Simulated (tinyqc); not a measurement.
# Raman shift of the zone-centre optical phonon of a diamond-structure crystal under stress, step by step

A worked calculation. Computed by tinyqc, a small Python program that keeps every step. Command: `OMP_NUM_THREADS=1 python tinyqc.py 3002513 3002514 out.jsonl ramanstress walk`. One thread of a shared host (Intel(R) Xeon(R) Processor @ 2.30GHz), about 0.01 s of CPU time with the checks. Intermediate numbers are printed to about 6 digits and carried at full precision; extremes and crossings named in words are read from the listed rows.

Axes x, y, z are the cube axes. Strain shifts the threefold optical mode and can split it; p, q and r are the phonon deformation potentials.

Inputs (values chosen for the exercise, modelled on silicon):

| quantity | value | unit |
|---|---|---|
| unstrained frequency omega_0 | 520 | 1/cm |
| p/omega_0^2 | -1.82 | - |
| q/omega_0^2 | -2.41 | - |
| r/omega_0^2 | -0.717 | - |
| C11 | 167 | GPa |
| C12 | 63.85 | GPa |
| C44 | 80.47 | GPa |
| stress sigma (tension positive) | 0.18 | GPa |
| polarisation angle phi | 30 | degree |
| temperature coefficient d omega/dT | -0.02 | 1/(cm K) |
| local temperature T | 330 | K |
| laser wavelength | 632.8 | nm |

Stress state: biaxial. Axis: [111].

Constants: h = 6.62607015e-34 J s; c = 299792458 m/s; k_B = 1.380649e-23 J/K.

## Compliances

S11 = (C11 + C12)/D, S12 = -C12/D, D = (C11 - C12)(C11 + 2 C12), S44 = 1/C44.

S11 = 7.59417 1/TPa

S12 = -2.10045 1/TPa

S44 = 12.4270 1/TPa

## Stress and strain tensors

Equal biaxial stress in the plane normal to the axis (unit vector n): sigma_ij = sigma (delta_ij - n_i n_j). eps_xx = S11 sigma_xx + S12 (sigma_yy + sigma_zz), and cyclic; eps_xy = S44 sigma_xy/2 (tensor strain).

stress (GPa):
```
       x      y      z
x   0.12  -0.06  -0.06
y  -0.06   0.12  -0.06
z  -0.06  -0.06   0.12
```

strain (per mille):
```
           x          y          z
x   0.407194  -0.372810  -0.372810
y  -0.372810   0.407194  -0.372810
z  -0.372810  -0.372810   0.407194
```

volume strain = 1.22158 per mille

## Secular matrix and shifts

Secular matrix: M_xx = p eps_xx + q (eps_yy + eps_zz), M_xy = 2 r eps_xy; its eigenvalues are omega^2 - omega_0^2, and the shifts are these over 2 omega_0.

M/(2 omega_0) (1/cm):
```
           x          y          z
x  -0.702979   0.138998   0.138998
y   0.138998  -0.702979   0.138998
z   0.138998   0.138998  -0.702979
```

shifts, in rising order (1/cm): -0.841978  -0.841978  -0.424983

The triplet splits into a singlet and a doublet. Tension softens every mode.

## Mean shift and Grueneisen parameter

gamma = -(p + 2q)/(6 omega_0^2); the mean of the three shifts is -gamma omega_0 x (volume strain).

mode Grueneisen parameter gamma = 1.10667

mean shift = -0.702979 1/cm

## The line seen from a (001) surface

Backscattering from a (001) surface: incident polarisation (cos phi, sin phi, 0). With Raman tensors (R_z)_xy = (R_z)_yx = 1 and cyclic, only the z component u_z of a mode counts: I = u_z^2 sin^2(2 phi) for parallel and u_z^2 cos^2(2 phi) for crossed polarisers. An unresolved line sits at the intensity-weighted shift, which is M_zz/(2 omega_0).

total intensity, parallel = 0.75

total intensity, crossed = 0.25

shift of the observed line = -0.702979 1/cm

shift per stress = -3.90544 1/(cm GPa)

stress per shift = -256.053 MPa cm

Shear mixes z with x and y, so the line is a blend of modes with different shifts. Caution: this stress has components normal to the (001) face, so it cannot reach a free (001) surface; it can act on buried material.

## The same stress in different states

Uniaxial: sigma n n^T; biaxial: sigma (1 - n n^T); hydrostatic: sigma 1. The line seen from (001) is taken as unresolved, at the intensity-weighted shift M_zz/(2 omega_0).

Shifts (1/cm):

| state | lowest | middle | highest | line seen from (001) |
|---|---|---|---|---|
| uniaxial [100] | -0.44072 | -0.44072 | -0.17303 | -0.44072 |
| uniaxial [110] | -0.51537 | -0.44072 | -0.09838 | -0.44072 |
| uniaxial [001] | -0.44072 | -0.44072 | -0.17303 | -0.17303 |
| uniaxial [111] | -0.62949 | -0.21249 | -0.21249 | -0.35149 |
| biaxial, normal [001] | -0.88144 | -0.61375 | -0.61375 | -0.88144 |
| biaxial, normal [111] | -0.84198 | -0.84198 | -0.42498 | -0.70298 |
| hydrostatic | -1.05447 | -1.05447 | -1.05447 | -1.05447 |

Seen from (001), uniaxial stress along [100] and along [110] give the same shift (-0.441), and equal biaxial stress in the plane gives twice as much (-0.881), since only sigma_xx + sigma_yy and sigma_zz enter M_zz. Stress along [001] gives -0.173. One measured shift therefore fixes the stress only once its state is assumed: read as uniaxial in the plane, a shift implies twice the stress that it does read as biaxial.

## Heating mistaken for stress

A temperature above 300 K shifts the line by (d omega/dT)(T - 300 K); divided by the shift per stress it poses as a stress; the total shift adds it to the shift of the observed line. The anti-Stokes to Stokes ratio is [(omega_L + omega_0)/(omega_L - omega_0)]^3 exp(-h c omega_0/(k_B T)) in photon counts, omega_L = 1/wavelength, resonance effects left out.

thermal shift = -0.6 1/cm

apparent stress from heating = 0.153632 GPa

total shift = -1.30298 1/cm

anti-Stokes/Stokes ratio = 0.126229

Heating poses as tension, 85 % of the true stress in size; the intensity ratio gives T apart from the shift.

Checks made by the program: mean of the eigenvalues against the trace rule (relative difference below 1e-10); weighted mean of the modes against M_zz (relative difference below 1e-10).
